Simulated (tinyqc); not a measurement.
Along the matched line: quaternary alloy A(x)B(1-x)C(y)D(1-y) matched to a substrate.

Q(x,y) = x y Q_AC + x (1 - y) Q_AD + (1 - x) y Q_BC + (1 - x)(1 - y) Q_BD for the lattice constant. Gap, rule 1: Q(x,y) - x (1 - x)[y C_ABC + (1 - y) C_ABD] - y (1 - y)[x C_ACD + (1 - x) C_BCD]. Rule 2 (mean of ternaries): {x (1 - x)[y T_ABC(x) + (1 - y) T_ABD(x)] + y (1 - y)[x T_ACD(y) + (1 - x) T_BCD(y)]}/{x (1 - x) + y (1 - y)}, T_ABC(x) = x E_AC + (1 - x) E_BC - C_ABC x (1 - x), T_ACD(y) = y E_AC + (1 - y) E_AD - C_ACD y (1 - y), and alike. Only the Gamma valley is followed.

Matching a(x,y) = a_s gives x = (a_s - y a_BC - (1 - y) a_BD)/(y (a_AC - a_BC) + (1 - y)(a_AD - a_BD)).
Constants: hc = 1239.841984 eV nm.

Inputs chosen for the exercise (AC, AD, BC, BD near GaAs, GaSb, InAs and InSb; substrate near InP; the results hold for these values, not for the real material):

| symbol | value | unit | meaning |
|---|---|---|---|
| a | (5.648, 6.088, 6.061, 6.487) | angstrom | lattice constants of AC, AD, BC, BD |
| Eg | (1.516, 0.821, 0.419, 0.236) | eV | gaps at Gamma of AC, AD, BC, BD |
| Cb | (0.455, 0.422, 1.396, 0.632) | eV | bowing of ABC, ABD, ACD, BCD |
| a_s | 5.87 | angstrom | substrate |

x follows from y.

Results:

| y | x | bilinear (eV) | rule 1 (eV) | rule 2 (eV) | wavelength 1 (nm) | wavelength 2 (nm) |
|---|---|---|---|---|---|---|
| 0.51 | 0.9842 | 1.1621 | 0.8095 | 0.8361 | 1532 | 1483 |
| 0.57 | 0.9194 | 1.1465 | 0.7868 | 0.8878 | 1576 | 1397 |
| 0.69 | 0.7905 | 1.1040 | 0.7660 | 0.9229 | 1619 | 1343 |
| 0.75 | 0.7265 | 1.0772 | 0.7659 | 0.9235 | 1619 | 1343 |
| 0.81 | 0.6627 | 1.0468 | 0.7713 | 0.9159 | 1608 | 1354 |
| 0.87 | 0.5992 | 1.0127 | 0.7812 | 0.8996 | 1587 | 1378 |
| 0.93 | 0.5359 | 0.9749 | 0.7945 | 0.8716 | 1560 | 1422 |
| 0.99 | 0.4729 | 0.9336 | 0.8104 | 0.8242 | 1530 | 1504 |

Give the missing row, y = 0.63.

Computed row:
```
y          x  bilinear (eV)  rule 1 (eV)  rule 2 (eV)  wavelength 1 (nm)  wavelength 2 (nm)
0.63  0.8548         1.1271       0.7726       0.9125               1605               1359
```

The matched alloys span 0.766 to 0.810 eV by rule 1, with the lowest value inside the range, at y = 0.75. Along the line dx/dy is -1.081 between the first two rows and -1.050 between the last two. In energy the two rules differ most at y = 0.75, by 158 meV (276 nm there), which measures how far the ternary data leave the interior open. Miscibility gaps are not considered.

tinyqc: `OMP_NUM_THREADS=1 python tinyqc.py 1081574 1081575 out.jsonl`; about 0.01 s, one thread, shared Intel(R) Xeon(R) Processor @ 2.30GHz.
